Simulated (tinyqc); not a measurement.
Electron continuity equation in a given potential, Scharfetter-Gummel discretisation: current and errors against the applied potential.

Steady state in one dimension: J = q mu n E + q D dn/dx with E = -dpsi/dx and D = mu Vt, dJ/dx = 0, fixed densities nL and nR at the ends. The potential is given, psi = U x/L, and is not changed by the electrons.

12 equal intervals. Fluxes J_i = (q D/h)(n_(i+1) P_i - n_i Q_i), d_i = (psi_(i+1) - psi_i)/Vt: Scharfetter-Gummel P = B(d), Q = B(-d), B(d) = d/(exp(d) - 1); central P = 1 - d/2, Q = 1 + d/2; upwind P = 1 + max(-d, 0), Q = 1 + max(d, 0). Balance at each inner node: J_i - J_(i-1) = 0. The reference is Scharfetter-Gummel on 4000 intervals or more. Errors are those of J on the first interval against the reference at its midpoint; errors under 1e-6 % are printed as 0.

Inputs (values chosen for the exercise); mobility close to that of gallium phosphide at room temperature:

| symbol | value | unit | meaning |
|---|---|---|---|
| T | 325 | K | temperature |
| mu | 247 | cm^2/(V s) | electron mobility |
| L | 11 | um | length of the region |
| nL | 3.1e14 | cm^-3 | density at x = 0 |
| nR | 0 | cm^-3 | density at x = L |

Constants: q = 1.602176634e-19 C, kB = 1.380649e-23 J/K, Vt = kB T/q. Results are converted to the units shown.

Current and errors against the applied potential:

| U (V) | largest \|d\| | reference J (A/cm^2) | SG error (%) | central error (%) | upwind error (%) | most negative central n (cm^-3), 0 if none |
|---|---|---|---|---|---|---|
| -0.017 | 0.05058 | -0.2271 | 0 | -0.0284 | 3.35 | 0 |
| -0.067 | 0.1994 | -0.07518 | 0 | -0.873 | 26.5 | 0 |
| -0.17 | 0.5058 | -0.004392 | 0 | -12.6 | 220 | 0 |
| -0.34 | 1.012 | -2.025e-5 | 3.86e-5 | -70.8 | 4160 | 0 |
| -0.5 | 1.488 | -9.838e-8 | -0.0102 | -99.4 | 1.01e5 | 0 |

What does the table show?

The reference current rises from -0.227 to -9.84e-8 A/cm^2. The largest errors in size are 0.010 % (Scharfetter-Gummel), 99 % (central) and 1.0e5 % (upwind).

Numbers from tinyqc (`OMP_NUM_THREADS=1 python tinyqc.py 2220001 2220002 out.jsonl`; about 0.01 s on one thread of a shared Intel Xeon 2.30GHz).
